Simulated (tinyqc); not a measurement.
## Well width and field from level and shift

Question. An infinitely deep well has E_1(0) = C (pi/L)^2/m1, C = hbar^2/(2 m0), and in a field F (potential zero at the centre of the well) the second-order term of the shift is -m1 F^2 L^4 (15 - pi^2)/(48 C pi^4); higher orders are set aside. Find L and F.

Parameters, values chosen for the exercise: mass m1 = 0.19 m0.

Constants: q = 1.602176634e-19 C, hbar = 1.054571817e-34 J s, m0 = 9.1093837015e-31 kg, hbar^2/(2 m0) = 0.0380998212 eV nm^2. Results are converted to the units shown.

E_1(0) = 0.0083450249 eV
second-order shift of level 1 = -0.19697162 meV

Solution. The level gives L, and the shift then gives F^2.

L = 15.40 nm
F = 8.000e-4 V/nm

Numbers from tinyqc (`OMP_NUM_THREADS=1 python tinyqc.py 2580122 2580123 out.jsonl`; about 0.03 s on one thread of a shared Intel Xeon 2.30GHz).
